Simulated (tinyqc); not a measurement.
Bandgap voltage reference from two bipolar transistors: one step of the calculation.

Two transistors of area 1 and N carry the same current I. Is(T) = Is (T/T0)^eta exp[(Vg0 q/kB)(1/T0 - 1/T)], VBE1 = Vt ln(I/Is(T)) + I rb, VBE2 = Vt ln(I/(N Is(T))) + I rb/N. The amplifier forces I R1(T) = VBE1 - VBE2 + Vos, with R(T) = R (1 + tc (T - T0)) for both resistors, and the output is Vref = VBE1 + I R2(T). Base currents and the Early effect are neglected.

Task. Operating point at another temperature. Vt = kB T/q; I = (Vt ln N + Vos)/(R1(T) - rb (1 - 1/N)).

Values chosen for this exercise; values of the order met in silicon bipolar transistors: reference temperature T0 = 300 K; band-gap voltage extrapolated to 0 K Vg0 = 1.169 V; temperature exponent of the saturation current eta = 3.2; saturation current of the unit transistor at T0 Is = 4.3e-17 A; area ratio of the second transistor N = 4; resistor across which the difference of VBE falls, at T0 R1 = 14 kohm; temperature coefficient of both resistors tc = 0 ppm/K; offset of the amplifier Vos = 0 mV; series resistance of the unit transistor rb = 110 ohm; output resistor at T0 R2 = 233.6 kohm; temperature T = 398 K.

Constants: q = 1.602176634e-19 C, kB = 1.380649e-23 J/K. Results are converted to the units shown.

Wanted: Vt; I; Is(T); VBE1; I R2; Vref.

Result.

Vt = 0.034297 V
I = 3.4163 uA
Is(T) = 7.2757e-12 A
VBE1 = 0.44828 V
I R2 = 0.79804 V
Vref = 1.2463 V

From T0 to T, VBE1 changes by -194 mV and I R2 by 197 mV, which leaves 2.96 mV in Vref.

tinyqc, about 0.01 s, one thread, Intel Xeon 2.30GHz (shared host): `OMP_NUM_THREADS=1 python tinyqc.py 2062084 2062085 out.jsonl`
